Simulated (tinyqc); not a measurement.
## Saturation velocity and mobility from two gate lengths

Problem. Isat = Cox vsat Vg (x - 1)/(x + 1) per width, x = sqrt(1 + 2 mu Vg/(m vsat L)), with no series resistance and the same overdrive Vg and mu at both lengths. Find vsat and mu.

Inputs (values chosen for the exercise):
- Cox = 1.08 uF/cm^2 (gate capacitance)
- m = 1.25 (body factor)

Vg = 1.47 V
Isat at L = 0.18 and 1.4 um (uA/um): 818.98582  267.69961

Solution. The ratio of the currents depends on c = 2 mu Vg/(m vsat) alone and falls steadily from L2/L1 to 1 as c grows, so it fixes c; either current then gives vsat.

vsat = 1.100e7 cm/s
mu = 560.0 cm^2/(V s)

Computed by the program tinyqc: `OMP_NUM_THREADS=1 python tinyqc.py 2500105 2500106 out.jsonl`, one thread of a shared Intel Xeon 2.30GHz, about 0.01 s for the whole run.
